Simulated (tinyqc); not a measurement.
Anneal temperature: kinetics of strain relaxation and threading dislocations in mismatched semiconductor layers. Computed by tinyqc, a small Python program. Command: `OMP_NUM_THREADS=1 python tinyqc.py 3011582 3011583 out.jsonl threading walk`. One thread of a shared host (Intel(R) Xeon(R) Processor @ 2.30GHz), about 0.01 s of CPU time with the checks.

60-degree dislocations on {111} planes of a (001) layer, isotropic elasticity. The Schmid factor is 1/sqrt(6), and a misfit segment relieves strain with b/2.

Inputs (values chosen for the exercise, modelled on Ge on Si):
```
quantity                        value         unit
misfit f                       0.0406            -
shear modulus G                  57.2          GPa
Poisson ratio nu                 0.26            -
Burgers vector b                    4     angstrom
glide activation energy Q        1.61           eV
velocity prefactor v0           22000  m/s per MPa
layer thickness h                  48           nm
anneal temperature T              555            K
anneal time t                    2700            s
initial thread density rho_0    51000       1/cm^2
multiplication constant delta   10000          1/m
```

Sources: multiplication.

Constants: k_B = 8.617333262e-05 eV/K.

Method:
- Excess resolved stress tau = (1/sqrt 6) [2 G (1 + nu)/(1 - nu)] (e - e_eq), e_eq = b (1 - nu/4) [ln(h/b) + 1]/(4 pi (1 + nu) h), the Matthews-Blakeslee strain of an uncapped layer; glide velocity v = v0 tau exp(-Q/(k_B T)), tau in MPa.
- Threads run in two directions, so de/dt = -(b/4) rho v, and they multiply as d rho/dt = delta rho v. With x = e - e_eq, x0 = f - e_eq (fully strained at t = 0) and v = m S x (m the mobility, S x = tau): rho = rho_0 + (4 delta/b)(x0 - x), so dx/dt = -k x (a - x), k = delta m S, a = x0 + b rho_0/(4 delta): a logistic law, x = a/[1 + (a/x0 - 1) exp(k a t)].
- The half time is that at which x = x0/2.

half time = 5621.54 s

excess stress tau = 3002.13 MPa

equilibrium strain e_eq = 0.00284800

After the time t:
```
T (K)  first velocity (micrometre/s)  relieved (%)  threads (1/cm^2)  half time (s)
498                       3.3620e-03    1.2836e-03        5.5846e+04     2.6498e+05
514                       1.0809e-02    4.5779e-03        6.8283e+04     8.2420e+04
534                       4.2171e-02    2.8667e-02        1.5922e+05     2.1125e+04
549                       1.0969e-01    2.4709e-01        9.8381e+05     8.1215e+03
567                       3.2313e-01    4.5406e+01        1.7147e+08     2.7570e+03
580                       6.7627e-01    9.9991e+01        3.7754e+08     1.3173e+03
597                       1.6924e+00    1.0000e+02        3.7757e+08     5.2641e+02
624                       6.5551e+00    1.0000e+02        3.7757e+08     1.3590e+02
```

What follows from these numbers?

The half time follows exp(Q/(k_B T)), a decade for each 40 K near 567 K. Relief goes from 0.25 % at 549 K to 100.0 % at 580 K: with multiplication the onset is abrupt, after an incubation in which threads breed, and the final density is set by delta, not by rho_0. Caution: at stresses above about 1 GPa the linear velocity law understates glide, as stress lowers the kink barrier. Caution: at such misfit the layer islands and relaxes during the first nanometres, so a uniform strained start is an idealisation. Caution: rows with more than 50 % relieved leave out blocking by crossing misfit lines, which slows real layers.

Extremes, crossings and ranges named in words are read from the listed rows.
